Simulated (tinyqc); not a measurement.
RKS/BP86 in the 3-21g basis, for H3-, spin multiplicity 1, step by step. The basis has no diffuse functions, so it cannot describe the extra electron: this is an exercise in the method, not the real anion. One step of it, computed by the program tinyqc.

Task: Iteration 2: diagonalisation and new density. Diagonalise F' = X^T F X, C = X C', fill 2 alpha and 2 beta electrons from the bottom; D = 2 C_occ C_occ^T; the new density keeps 0.5 of the old one (damping). Each column has its largest component positive (the first on a tie).

Kohn-Sham matrix F (hartree), lower triangle:
```
           1H 1s      1H 2s      2H 1s      2H 2s      3H 1s     3H 2s
1H 1s   0.552583
1H 2s  -0.065225   0.112845
2H 1s  -0.149206  -0.106395   0.552583
2H 2s  -0.106395   0.006879  -0.065225   0.112845
3H 1s  -0.152394  -0.108811  -0.152394  -0.108811   0.538595
3H 2s  -0.107139   0.004886  -0.107139   0.004886  -0.070152  0.112541
```

X, lower triangle:
```
           1H 1s      1H 2s      2H 1s      2H 2s      3H 1s     3H 2s
1H 1s   1.243438
1H 2s  -0.494430   1.773510
2H 1s  -0.014620   0.014896   1.243438
2H 2s   0.014896  -0.454771  -0.494430   1.773510
3H 1s  -0.014460   0.014863  -0.014460   0.014863   1.243429
3H 2s   0.014896  -0.454189   0.014896  -0.454189  -0.494413  1.773037
```

D after iteration 1, lower triangle:
```
           1H 1s      1H 2s      2H 1s      2H 2s     3H 1s     3H 2s
1H 1s   0.239028
1H 2s   0.373103   1.610967
2H 1s   0.189571   0.009586   0.239028
2H 2s   0.009586  -1.060954   0.373103   1.610967
3H 1s  -0.269050  -0.067655  -0.269050  -0.067655  0.623796
3H 2s  -0.106452   0.004938  -0.106452   0.004938  0.301370  0.205033
```

overlap S, lower triangle:
```
          1H 1s     1H 2s     2H 1s     2H 2s     3H 1s     3H 2s
1H 1s  1.000000
1H 2s  0.645899  1.000000
2H 1s  0.192654  0.371509  1.000000
2H 2s  0.371509  0.715343  0.645899  1.000000
3H 1s  0.192352  0.371304  0.192352  0.371304  1.000000
3H 2s  0.371304  0.715104  0.371304  0.715104  0.645899  1.000000
```

Give: F' = X^T F X; orbital energies; coefficients C; D after iteration 2.

Result:

F' = X^T F X (hartree), lower triangle:
```
         1        2        3        4        5       6
1   0.9623
2  -0.4780   0.5361
3  -0.1232  -0.0342   0.9623
4  -0.0342  -0.0787  -0.4780   0.5361
5  -0.1263  -0.0326  -0.1263  -0.0326   0.9466
6  -0.0327  -0.0853  -0.0327  -0.0853  -0.4795  0.5424
```

orbital energies (hartree): MO1 -0.0308, MO2 0.3477, MO3 0.3528, MO4 1.1089, MO5 1.3525, MO6 1.3543

coefficients C:
```
          MO1      MO2      MO3      MO4      MO5      MO6
1H 1s  0.1986   0.1500  -0.0899   0.7097  -0.9479   0.5649
1H 2s  0.2391   1.1645  -0.6697  -0.4926   1.1209  -0.6654
2H 1s  0.1986  -0.1500  -0.0899   0.7097   0.9479   0.5649
2H 2s  0.2391  -1.1645  -0.6697  -0.4926  -1.1209  -0.6654
3H 1s  0.2058   0.0000   0.1861   0.7497   0.0000  -1.0735
3H 2s  0.2477   0.0000   1.3266  -0.5517   0.0000   1.2944
```

D after iteration 2, lower triangle:
```
         1H 1s    1H 2s    2H 1s   2H 2s   3H 1s   3H 2s
1H 1s   0.1815
1H 2s   0.4087   2.2186
2H 1s   0.1117  -0.1224   0.1815
2H 2s  -0.1224  -1.8293   0.4087  2.2186
3H 1s  -0.0936   0.0154  -0.0936  0.0154  0.3543
3H 2s  -0.0040   0.0617  -0.0040  0.0617  0.2017  0.1639
```
